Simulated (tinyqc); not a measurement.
Implant damage, amorphisation by cascade overlap, and solid-phase epitaxial regrowth: one step, computed by the program tinyqc. Command: `OMP_NUM_THREADS=1 python tinyqc.py 3111004 3111005 out.jsonl sper walk`. One thread of a shared host (Intel(R) Xeon(R) Processor @ 2.30GHz), about 0.01 s of CPU time with the checks.

Range and width of the damage are inputs. Dynamic annealing enters only through the surviving share f.

Task: Damage left below the interface. Displaced atoms per area beyond the lower edge z2: f nu Q (1/2) erfc((z2 - R_d)/(sqrt2 s_d)); they are not removed by regrowth.

Inputs (values chosen for the exercise, modelled on arsenic ions in silicon):
```
quantity                           value    unit
depth of the damage peak R_d          29      nm
width of the damage profile s_d       20      nm
share of defects that survive f     0.77       -
dose Q                           1.2e+15  1/cm^2
```

lower edge = 81.69589 nm

displacements per ion nu = 958.0936

Give: share of the damage beyond z2; displaced atoms beyond z2.

Result:

share of the damage beyond z2 = 0.0042094

displaced atoms beyond z2 = 3.7265e+15 1/cm^2
